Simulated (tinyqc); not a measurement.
Weibull analysis of times to dielectric breakdown, with area scaling: two steps of the calculation.

Breakdown times follow F(t) = 1 - exp(-(t/t63)^beta). The 11 times below were drawn at random from beta = 1.3, t63 = 430 s and are treated as data; all samples failed.

Problem 1. Median ranks and the Weibull scale. F_i = (i - 0.3)/(n + 0.4) for the sorted times, W_i = ln(-ln(1 - F_i)).

| i | t (s) |
|---|---|
| 1 | 112 |
| 2 | 161 |
| 3 | 189 |
| 4 | 205 |
| 5 | 206 |
| 6 | 296 |
| 7 | 491 |
| 8 | 546 |
| 9 | 634 |
| 10 | 782 |
| 11 | 1490 |

Find: F; W; ln t.

Solution 1.

| i | F | W | ln t |
|---|---|---|---|
| 1 | 0.06140 | -2.7588 | 4.7185 |
| 2 | 0.14912 | -1.8233 | 5.0814 |
| 3 | 0.23684 | -1.3083 | 5.2417 |
| 4 | 0.32456 | -0.9355 | 5.3230 |
| 5 | 0.41228 | -0.6320 | 5.3279 |
| 6 | 0.50000 | -0.3665 | 5.6904 |
| 7 | 0.58772 | -0.1210 | 6.1964 |
| 8 | 0.67544 | 0.1180 | 6.3026 |
| 9 | 0.76316 | 0.3649 | 6.4520 |
| 10 | 0.85088 | 0.6434 | 6.6619 |
| 11 | 0.93860 | 1.0261 | 7.3065 |

Problem 2. Likelihood estimate of beta. Maximum likelihood: a(beta) = 1/beta with a = sum t^beta ln t/sum t^beta - mean ln t. Averaged step: beta(new) = [beta + 1/a(beta)]/2.

| i | t (s) |
|---|---|
| 1 | 112 |
| 2 | 161 |
| 3 | 189 |
| 4 | 205 |
| 5 | 206 |
| 6 | 296 |
| 7 | 491 |
| 8 | 546 |
| 9 | 634 |
| 10 | 782 |
| 11 | 1490 |

beta after iteration 1 = 1.3256630

Wanted: beta after iteration 2.

Solution 2.

beta after iteration 2 = 1.3275

tinyqc, about 0.01 s, one thread, Intel Xeon 2.30GHz (shared host): `OMP_NUM_THREADS=1 python tinyqc.py 2070051 2070052 out.jsonl`
